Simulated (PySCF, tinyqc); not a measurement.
Worked calculation: MP2 on RHF in the 6-31g basis, for H4, spin multiplicity 1. The lowest restricted solution is unstable here: a spin-polarised one lies 0.0010 hartree lower (PySCF). One step of it, computed by the program tinyqc.

Problem. Second-order Moller-Plesset energy. E2 = sum_ijab (ia|jb) [2 (ia|jb) - (ib|ja)] / (e_i + e_j - e_a - e_b) over occupied i, j and virtual a, b; the opposite-spin part is (ia|jb)^2 / denominator, the rest is same-spin, and SCS-MP2 scales them by 6/5 and 1/3.

orbital energies (hartree): MO1 -0.827309, MO2 -0.363635, MO3 0.099322, MO4 0.379841, MO5 0.739977, MO6 0.841146, MO7 1.131565, MO8 1.470624

Two-electron integrals over orbitals (pq|rs), unique and non-zero (hartree):
```
(11|11) 0.574962    (21|21) 0.135505    (22|11) 0.498918    (22|22) 0.466671
(31|31) 0.079591    (32|32) 0.036578    (33|11) 0.426839    (33|22) 0.385376
(33|33) 0.383540    (41|32) 0.029874    (41|41) 0.024479    (42|31) 0.057474
(42|42) 0.053470    (43|21) 0.072589    (43|43) 0.064295    (44|11) 0.349278
(44|22) 0.340635    (44|33) 0.325350    (44|44) 0.310518    (51|11) 0.108748
(51|22) 0.080233    (51|33) 0.044353    (51|44) 0.023028    (51|51) 0.055549
(52|21) 0.029062    (52|43) -0.002820   (52|52) 0.033933    (53|31) -0.016102
(53|42) -0.018823   (53|53) 0.031247    (54|32) -0.008996   (54|41) -0.008083
(54|54) 0.017870    (55|11) 0.429738    (55|22) 0.392240    (55|33) 0.353914
(55|44) 0.308796    (55|51) 0.054691    (55|55) 0.360923    (61|21) -0.070013
(61|43) -0.022205   (61|52) -0.039589   (61|61) 0.059526    (62|11) -0.136955
(62|22) -0.099418   (62|33) -0.067347   (62|44) -0.030988   (62|51) -0.061033
(62|55) -0.073475   (62|62) 0.077391    (63|32) -0.006787   (63|41) -0.004666
(63|54) -0.013323   (63|63) 0.016302    (64|31) 0.004231    (64|42) 0.014897
(64|53) -0.021801   (64|64) 0.024006    (65|21) -0.102418   (65|43) -0.061485
(65|52) -0.015890   (65|61) 0.049082    (65|65) 0.089316    (66|11) 0.453571
(66|22) 0.419956    (66|33) 0.354052    (66|44) 0.317128    (66|51) 0.074079
(66|55) 0.367666    (66|62) -0.085905   (66|66) 0.395674    (71|31) -0.062748
(71|42) -0.039544   (71|53) -0.014248   (71|64) 0.015878    (71|71) 0.077702
(72|32) -0.029485   (72|41) -0.023123   (72|54) -0.010214   (72|63) 0.022538
(72|72) 0.045259    (73|11) -0.125538   (73|22) -0.096877   (73|33) -0.058915
(73|44) -0.032914   (73|51) -0.051148   (73|55) -0.065651   (73|62) 0.058710
(73|66) -0.084389   (73|73) 0.062171    (74|21) -0.026544   (74|43) 0.000427
(74|52) -0.021522   (74|61) 0.027063    (74|65) 0.013166    (74|74) 0.021050
(75|31) -0.068356   (75|42) -0.051178   (75|53) 0.011007    (75|64) -0.003044
(75|71) 0.061294    (75|75) 0.071685    (76|32) 0.039439    (76|41) 0.031296
(76|54) -0.000517   (76|63) -0.017765   (76|72) -0.046170   (76|76) 0.058754
(77|11) 0.515094    (77|22) 0.453284    (77|33) 0.404716    (77|44) 0.335118
(77|51) 0.097675    (77|55) 0.400714    (77|62) -0.123421   (77|66) 0.421744
(77|73) -0.108513   (77|77) 0.490603    (81|32) -0.041688   (81|41) -0.032894
(81|54) -0.007873   (81|63) 0.026107    (81|72) 0.056108    (81|76) -0.061227
(81|81) 0.071733    (82|31) -0.063779   (82|42) -0.043966   (82|53) -0.010203
(82|64) 0.015445    (82|71) 0.074835    (82|75) 0.062904    (82|82) 0.078099
(83|21) -0.065422   (83|43) -0.027982   (83|52) -0.027401   (83|61) 0.046302
(83|65) 0.044987    (83|74) 0.025917    (83|83) 0.045799    (84|11) -0.103986
(84|22) -0.083858   (84|33) -0.058576   (84|44) -0.031584   (84|51) -0.037376
(84|55) -0.058823   (84|62) 0.048434    (84|66) -0.068156   (84|73) 0.045770
(84|77) -0.092565   (84|84) 0.040236    (85|32) -0.033540   (85|41) -0.026575
(85|54) -0.000585   (85|63) 0.016004    (85|72) 0.041079    (85|76) -0.052023
(85|81) 0.053806    (85|85) 0.046528    (86|31) 0.074432    (86|42) 0.056306
(86|53) 0.000454    (86|64) -0.003244   (86|71) -0.078472   (86|75) -0.078552
(86|82) -0.079685   (86|86) 0.094588    (87|21) 0.137790    (87|43) 0.074466
(87|52) 0.043911    (87|61) -0.085949   (87|65) -0.109647   (87|74) -0.034560
(87|83) -0.079427   (87|87) 0.167410    (88|11) 0.550011    (88|22) 0.490480
(88|33) 0.417438    (88|44) 0.349095    (88|51) 0.114568    (88|55) 0.419820
(88|62) -0.142046   (88|66) 0.453007    (88|73) -0.130178   (88|77) 0.522856
(88|84) -0.108988   (88|88) 0.570318
```

Hartree-Fock energy = -2.01307742 hartree

Give: Terms; Pair energies; MP2 correlation energy; SCS-MP2 correlation energy; MP2 total energy.

Solution.

Terms:

| i | j | a | b | (ia\|jb) | (ib\|ja) | denominator | term |
|---|---|---|---|---|---|---|---|
| 1 | 1 | 3 | 3 | 0.0796 | 0.0796 | -1.8533 | -0.0034 |
| 2 | 1 | 4 | 3 | 0.0575 | 0.0299 | -1.6701 | -0.0029 |
| 1 | 2 | 3 | 4 | 0.0575 | 0.0299 | -1.6701 | -0.0029 |
| 2 | 2 | 6 | 6 | 0.0774 | 0.0774 | -2.4096 | -0.0025 |
| 1 | 2 | 3 | 8 | -0.0638 | -0.0417 | -2.7609 | -0.0020 |
| 2 | 1 | 8 | 3 | -0.0638 | -0.0417 | -2.7609 | -0.0020 |
| 2 | 2 | 4 | 4 | 0.0535 | 0.0535 | -1.4870 | -0.0019 |
| 2 | 1 | 8 | 7 | 0.0748 | 0.0561 | -3.7931 | -0.0018 |
| 1 | 2 | 7 | 8 | 0.0748 | 0.0561 | -3.7931 | -0.0018 |
| 2 | 1 | 6 | 5 | -0.0610 | -0.0396 | -2.7721 | -0.0018 |
| 1 | 2 | 5 | 6 | -0.0610 | -0.0396 | -2.7721 | -0.0018 |
| 2 | 2 | 8 | 8 | 0.0781 | 0.0781 | -3.6685 | -0.0017 |
| 1 | 1 | 7 | 7 | 0.0777 | 0.0777 | -3.9177 | -0.0015 |
| 2 | 2 | 3 | 3 | 0.0366 | 0.0366 | -0.9259 | -0.0014 |
| 1 | 1 | 7 | 3 | -0.0627 | -0.0627 | -2.8855 | -0.0014 |
| 1 | 1 | 3 | 7 | -0.0627 | -0.0627 | -2.8855 | -0.0014 |
| 1 | 1 | 8 | 8 | 0.0717 | 0.0717 | -4.5959 | -0.0011 |
| 1 | 1 | 6 | 6 | 0.0595 | 0.0595 | -3.3369 | -0.0011 |
| 1 | 1 | 5 | 5 | 0.0555 | 0.0555 | -3.1346 | -0.0010 |
| 1 | 2 | 7 | 4 | -0.0395 | -0.0231 | -2.7024 | -0.0008 |
| 2 | 1 | 4 | 7 | -0.0395 | -0.0231 | -2.7024 | -0.0008 |
| 2 | 2 | 4 | 8 | -0.0440 | -0.0440 | -2.5777 | -0.0007 |
| 2 | 2 | 8 | 4 | -0.0440 | -0.0440 | -2.5777 | -0.0007 |
| 2 | 2 | 7 | 7 | 0.0453 | 0.0453 | -2.9904 | -0.0007 |
| 1 | 2 | 8 | 7 | 0.0561 | 0.0748 | -3.7931 | -0.0006 |
| 2 | 1 | 7 | 8 | 0.0561 | 0.0748 | -3.7931 | -0.0006 |
| 2 | 2 | 5 | 5 | 0.0339 | 0.0339 | -2.2072 | -0.0005 |
| 2 | 2 | 3 | 7 | -0.0295 | -0.0295 | -1.9582 | -4.44e-04 |
| 2 | 2 | 7 | 3 | -0.0295 | -0.0295 | -1.9582 | -4.44e-04 |
| 1 | 1 | 8 | 4 | -0.0329 | -0.0329 | -3.5051 | -3.09e-04 |
| 1 | 1 | 4 | 8 | -0.0329 | -0.0329 | -3.5051 | -3.09e-04 |
| 2 | 1 | 3 | 8 | -0.0417 | -0.0638 | -2.7609 | -2.96e-04 |
| 1 | 2 | 8 | 3 | -0.0417 | -0.0638 | -2.7609 | -2.96e-04 |
| 1 | 2 | 6 | 5 | -0.0396 | -0.0610 | -2.7721 | -2.59e-04 |
| 2 | 1 | 5 | 6 | -0.0396 | -0.0610 | -2.7721 | -2.59e-04 |
| 1 | 1 | 4 | 4 | 0.0245 | 0.0245 | -2.4143 | -2.48e-04 |
| 1 | 2 | 4 | 7 | -0.0231 | -0.0395 | -2.7024 | -5.73e-05 |
| 2 | 1 | 7 | 4 | -0.0231 | -0.0395 | -2.7024 | -5.73e-05 |
| 1 | 2 | 4 | 3 | 0.0299 | 0.0575 | -1.6701 | -4.07e-05 |
| 2 | 1 | 3 | 4 | 0.0299 | 0.0575 | -1.6701 | -4.07e-05 |

Pair energies (hartree; pair i-j sums ij and ji):

| pair | opposite spin | same spin |
|---|---|---|
| 1-1 | -0.0117 | 0 |
| 2-1 | -0.0192 | -0.0020 |
| 2-2 | -0.0111 | 0 |

MP2 correlation energy = -0.044026 hartree

SCS-MP2 correlation energy = -0.051114 hartree

MP2 total energy = -2.057104 hartree
